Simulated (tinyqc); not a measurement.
# Long-channel MOSFET, surface-potential model: effect of the acceptor density of the body

n-channel transistor on a uniformly doped p-type body, gradual-channel approximation, constant mobility, Boltzmann statistics, full ionisation. Potentials are counted from the neutral body; V is the electron quasi-Fermi potential, Vsb at the source and Vsb + Vds at the drain. Charges are magnitudes per area.

ni = sqrt(Nc Nv) exp(-Eg/(2 Vt)), Eg in volts; phiF = Vt ln(Na/ni); Cox = eps0 eox/tox; gamma = sqrt(2 q eps0 eps_r Na)/Cox. The surface potential psi at channel potential V solves Vgs + Vsb - Vfb - psi = gamma sqrt(G), G = psi - Vt + Vt exp((psi - 2 phiF - V)/Vt). Charge sheet: Qi = Cox gamma [sqrt(G) - sqrt(psi - Vt)]; I = mu (W/L) [integral of Qi dpsi from psi_0 to psi_L (drift) + Vt (Qi0 - QiL) (diffusion)], with psi_0 at V = Vsb and psi_L at V = Vsb + Vds. VT = Vfb + 2 phiF + gamma sqrt(2 phiF + Vsb), m = 1 + gamma/(2 sqrt(2 phiF + Vsb)). The swing is 20 mV/log10[I(VT - 0.14 V)/I(VT - 0.16 V)] of the charge-sheet current at the given Vds.

Parameters, values chosen for the exercise; material values close to those of silicon:
```
symbol,value,unit,meaning
T,293,K,temperature
Eg,1.14,eV,band gap
eps_r,11.8,,relative permittivity of the semiconductor
Nc,2.7e19,cm^-3,conduction-band density of states at T
Nv,2.58e19,cm^-3,valence-band density of states at T
eox,25.6,,relative permittivity of the gate insulator
tox,30,nm,insulator thickness
Vfb,-0.96,V,flat-band voltage
mu,170,cm^2/(V s),channel mobility
W,2,um,gate width
L,2,um,gate length
Vsb,0,V,source-body reverse bias
Vgs,0.31,V,gate-source voltage
Vds,1.2,V,drain-source voltage
```

Constants: q = 1.602176634e-19 C, kB = 1.380649e-23 J/K, Vt = kB T/q, eps0 = 8.8541878128e-14 F/cm where lengths are in cm. Results are converted to the units shown.

Effect of the acceptor density of the body:

| Na (cm^-3) | gamma (V^0.5) | VT (V) | m | swing (mV/decade) | I at Vgs, Vds (uA) |
|---|---|---|---|---|---|
| 3.9e16 | 0.1512 | -0.01292 | 1.084 | 64.87 | 2.701 |
| 7.2e16 | 0.2055 | 0.07039 | 1.112 | 66.60 | 1.345 |
| 1.3e17 | 0.2761 | 0.1695 | 1.148 | 68.84 | 0.3968 |
| 2.5e17 | 0.3829 | 0.3089 | 1.201 | 72.17 | 0.01859 |
| 4.6e17 | 0.5194 | 0.4779 | 1.269 | 76.35 | 1.659e-4 |
| 8.4e17 | 0.7019 | 0.6957 | 1.357 | 81.86 | 7.811e-7 |
| 1.6e18 | 0.9687 | 1.006 | 1.485 | 89.82 | 1.619e-9 |

As Na goes from 3.9e16 to 1.6e18 cm^-3, VT rises from -0.0129 to 1.01 V, the swing rises from 64.9 to 89.8 mV a decade and the current falls from 2.70 to 1.62e-9 uA. The swing is 2.9 % above m Vt ln 10 in the first row and 4.1 % above it in the last. The gate voltage is below VT in 3 of the 7 rows.

tinyqc, about 0.05 s, one thread, Intel Xeon 2.30GHz (shared host): `OMP_NUM_THREADS=1 python tinyqc.py 2360143 2360144 out.jsonl`
